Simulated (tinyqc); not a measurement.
Hexagonal on-chip spiral inductor, lumped pi model: two steps of the calculation.

Outer diameter do = di + 2 n wd + 2 (n - 1) sp, mean da = (do + di)/2, fill p = (do - di)/(do + di), length l = 3.464 n da. L = 2.33 mu0 n^2 da/(1 + 3.82 p), mu0 = 4 pi 1e-7 H/m. Rs = rho l/(wd delta (1 - exp(-th/delta))), delta = sqrt(rho/(pi f mu0)). Cs = n wd^2 eps0 eo/hu across the coil. At each end Cox = l wd eps0 eo/(2 ho) leads to the substrate branch Rsi = 2 rs he/(l wd) in parallel with Csi = l wd eps0 11.7/(2 he). With one end grounded Y = 1/(Rs + i w L) + i w Cs + 1/[1/(i w Cox) + 1/(1/Rsi + i w Csi)], w = 2 pi f; Q = -Im Y/Re Y. Eddy currents in neighbouring turns and in the substrate are left out.

Inputs (values chosen for the exercise); values of the order met in silicon radio-frequency processes: number of turns n = 3.5; line width wd = 20 um; space between turns sp = 3 um; inner diameter di = 80 um; metal thickness th = 2 um; metal resistivity rho = 3 uohm cm; oxide below the coil ho = 6.9 um; oxide between coil and underpass hu = 1.3 um; relative permittivity of the oxide eo = 3; substrate resistivity rs = 100 ohm cm; effective spreading depth in the substrate he = 50 um; frequency f = 2.1 GHz.

Constants: eps0 = 8.8541878128e-12 F/m. Results are converted to the units shown.

Task 1. Geometry and model elements. do, l, L, delta, Rs, Cs, Cox, Rsi and Csi as defined.

Give: do; l; L; delta; Rs; Cs; Cox; Rsi; Csi.

Result 1.

do = 235.0 um
l = 1910 um
L = 1.962 nH
delta = 1.902 um
Rs = 2.315 ohm
Cs = 28.61 fF
Cox = 73.51 fF
Rsi = 2618 ohm
Csi = 39.56 fF

Task 2. Admittance, quality factor and apparent inductance. Series branch 1/(Rs + i w L), substrate branch, total Y, Q = -Im Y/Re Y, apparent inductance Im(1/Y)/w, metal-only value w L/Rs, share of the loss in the substrate Re(substrate branch)/Re Y.

L = 1.9617236 nH
Rs = 2.3145676 ohm
Cs = 28.605838 fF
Cox = 73.510162 fF
Rsi = 2618.4454 ohm
Csi = 39.563169 fF

Wanted: series branch; substrate branch; Y; Q; apparent inductance; w L/Rs; share of the loss in the substrate.

Result 2.

series branch = 3.427-38.327i mS
substrate branch = 0.15148+0.37815i mS
Y = 3.579-37.571i mS
Q = 10.499
apparent inductance = 1.9990 nH
w L/Rs = 11.183
share of the loss in the substrate = 4.2330 %

Q is 93.9 % of the metal-only value.

Program tinyqc, `OMP_NUM_THREADS=1 python tinyqc.py 2302163 2302164 out.jsonl`; Intel Xeon 2.30GHz, shared host, one thread, about 0.01 s.
